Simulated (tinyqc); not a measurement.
Domain walls in a thin film with perpendicular anisotropy: Bloch, Neel and chiral walls, motion and stripe domains: one step, computed by the program tinyqc.

One-dimensional wall: polar angle theta(x), azimuth phi of the moment in the wall (phi = 0 Neel, 90 degrees Bloch). mu_0 = 1.25663706212e-6 T m/A, gamma = 1.76085963023e11 rad/(s T).

Problem. Stripe domains. Dipolar length l = sigma/(mu_0 M_s^2); for t much smaller than the period the domain width is w = 0.955 t exp(pi l/t) (Kaplan and Gehring), given as log10 of w in nm.

Inputs (values chosen for the exercise, for a model film): saturation magnetisation M_s = 590 kA/m; thickness t = 1.9 nm.

wall energy sigma = 3.688029 mJ/m^2

Give: dipolar length l; log10 of the domain width in nm.

Solution.

dipolar length l = 8.4310 nm

log10 of the domain width in nm = 6.3130

Domains would exceed a millimetre: any device is a single domain in equilibrium.
